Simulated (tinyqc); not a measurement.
Chemical vapour deposition: Grove model, boundary layer, depletion and step coverage: one step, computed by the program tinyqc.

A precursor diffuses to the surface and reacts there at first order; each molecule that reacts adds one formula unit of film.

Question. Growth rate at the inlet. Fluxes in series: C_s = C_g/(1 + k_s/h_g); growth rate G = k_s h_g/(k_s + h_g) C_g/N; 1 cm/s = 6e8 nm/min.

Inputs (values chosen for the exercise, close to those used for polysilicon from silane): temperature T = 670 C; film density N = 5e+22 formula units/cm^3; channel height b = 8.4 cm.

Reactor: horizontal, reduced pressure.

surface rate constant k_s = 14.76376 cm/s

mass-transfer coefficient h_g = 6.447739 cm/s

precursor density C_g = 9.398974e+14 1/cm^3

Give: ratio k_s/h_g; C_s/C_g; growth rate G at the inlet.

Answer.

ratio k_s/h_g = 2.290

C_s/C_g = 0.3040

growth rate G at the inlet = 50.62 nm/min

Reaction and transport resist to a similar degree. Caution: the boundary layer is capped at b/2, so U, L and nu no longer affect h_g.
